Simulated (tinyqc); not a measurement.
Flow curve at three pumping speeds: Berg model of reactive sputtering of a nitride or oxide: poisoning, hysteresis and pumping speed. Computed by tinyqc, a small Python program. Command: `OMP_NUM_THREADS=1 python tinyqc.py 3023841 3023842 out.jsonl berg walk`. One thread of a shared host (Intel(R) Xeon(R) Processor @ 2.30GHz), about 0.03 s of CPU time with the checks.

A diatomic gas reacts with bare metal on the target and on the collecting surfaces; ions remove metal and compound from the target. theta_t and theta_c are the compound fractions.

Inputs (values chosen for the exercise, close to those used for silicon nitride):
```
quantity                         value     unit
ion current density J               11  mA/cm^2
target area A_t                    240     cm^2
collecting area A_c               4500     cm^2
metal yield Y_m                   0.53        -
compound yield Y_c                0.17        -
sticking coefficient alpha        0.29        -
reactive atoms per metal atom z   1.33        -
gas mass M                          28        u
pumping speed S                    410      l/s
gas temperature T                  300        K
```

Constants: e = 1.602176634e-19 C; u = 1.6605390666e-27 kg; k_B = 1.380649e-23 J/K.

Method. Ion flux j = J/e; gas flux F = P/sqrt(2 pi M k_B T). Target: (2/z) alpha F (1 - theta_t) = j Y_c theta_t. Sputtered flows F_c = j Y_c theta_t A_t, F_m = j Y_m (1 - theta_t) A_t. Collector: (2/z) alpha F (1 - theta_c) A_c + F_c (1 - theta_c) = F_m theta_c. Gas use Q = alpha F [(1 - theta_t) A_t + (1 - theta_c) A_c] + P S/(k_B T); 1 sccm = 4.4780e17 molecules/s. Rate R = F_m + F_c, given relative to j Y_m A_t. P is a single-valued function of the flow Q only if dQ/dP > 0 everywhere: S must exceed k_B T times the steepest fall of the surface terms with P.

pressure of the steepest fall = 0.0100071 Pa

critical pumping speed = 231.910 l/s

Pressure as the free variable:
```
P (Pa)  theta_t  theta_c  relative rate  Q at S_c/4 (sccm)  Q at S_c (sccm)  Q at 2 S_c (sccm)
0.0005  0.05097  0.26339        0.96538             3.3133            3.360              3.423
0.0010  0.09699  0.42851        0.93412             5.2225            5.316              5.441
0.0020  0.17683  0.62099        0.87989             7.1487            7.336              7.586
0.0035  0.27322  0.76368        0.81441             8.1755            8.504              8.941
0.0060  0.39190  0.86808        0.73380             8.4488            9.012              9.762
0.0100  0.51787  0.93217        0.64824             8.1494            9.087             10.338
0.0160  0.63216  0.96627        0.57061             7.6508            9.151             11.152
0.0250  0.72865  0.98371        0.50507             7.2250            9.569             12.695
0.0400  0.81119  0.99282        0.44900             7.0316           10.783             15.784
0.0800  0.89576  0.99800        0.39156             7.5687           15.071             25.074
```

What follows from these numbers?

At S_c/4 the flow falls with pressure in 4 of the intervals: as the target poisons, less metal arrives to getter the gas. At 2 S_c it rises throughout. Coverages and rate depend on P alone, not on S. The collector converts before the target (theta_c = 0.87 at theta_t = 0.39), since the metal is spread over a larger area and no ions clean it. The rate tends to Y_c/Y_m = 0.321.
